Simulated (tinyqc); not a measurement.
Inside a calculation. Method: plane-wave Kohn-Sham cycle with exchange-only LDA in a layered model solid. One step of it, computed by the program tinyqc.

Question. Iteration 2: potential. V_H(G) = 4 pi rho(G)/G^2 for G != 0 (uniform background); v_x = -(3 rho/pi)^(1/3); V = V_ext + V_H + v_x; Fourier components f(G_m) = (1/N) sum_j f(x_j) exp(-i G_m x_j).

A solid whose potential varies along x alone (atomic units):
```
parameter,value
period a,13.000000
cross-section of the cell,40.000000
electrons per cell,2
grid points,16
"plane waves -n..n, n",3
k points,2
V1 in V1 cos(2 pi x/a),-0.270000
V2 in V2 cos(4 pi x/a),-0.240000
```

density after iteration 1 (e/bohr^3): 0.01097599  0.00883701  0.00495440  0.00267048  0.00204463  0.00195208  0.00193598  0.00192505  0.00192321  0.00192505  0.00193598  0.00195208  0.00204463  0.00267048  0.00495440  0.00883701

Give: Potentials on the grid; V(G_m), m = 0, 1, 2, ....

Answer.

Potentials on the grid (hartree):
```
x,V_ext,V_H,v_x,V
0.0000,-0.5100,0.2167,-0.2188,-0.5122
0.8125,-0.4192,0.1887,-0.2036,-0.4340
1.6250,-0.1909,0.1206,-0.1679,-0.2382
2.4375,0.0664,0.0419,-0.1366,-0.0283
3.2500,0.2400,-0.0281,-0.1250,0.0869
4.0625,0.2730,-0.0835,-0.1231,0.0665
4.8750,0.1909,-0.1233,-0.1227,-0.0551
5.6875,0.0797,-0.1472,-0.1225,-0.1899
6.5000,0.0300,-0.1551,-0.1225,-0.2476
7.3125,0.0797,-0.1472,-0.1225,-0.1899
8.1250,0.1909,-0.1233,-0.1227,-0.0551
8.9375,0.2730,-0.0835,-0.1231,0.0665
9.7500,0.2400,-0.0281,-0.1250,0.0869
10.5625,0.0664,0.0419,-0.1366,-0.0283
11.3750,-0.1909,0.1206,-0.1679,-0.2382
12.1875,-0.4192,0.1887,-0.2036,-0.4340
```

V(G_m), m = 0, 1, 2, ... (hartree): -0.1465  -0.0654  -0.1169  -0.0011  0.0000  0.0004  0.0002
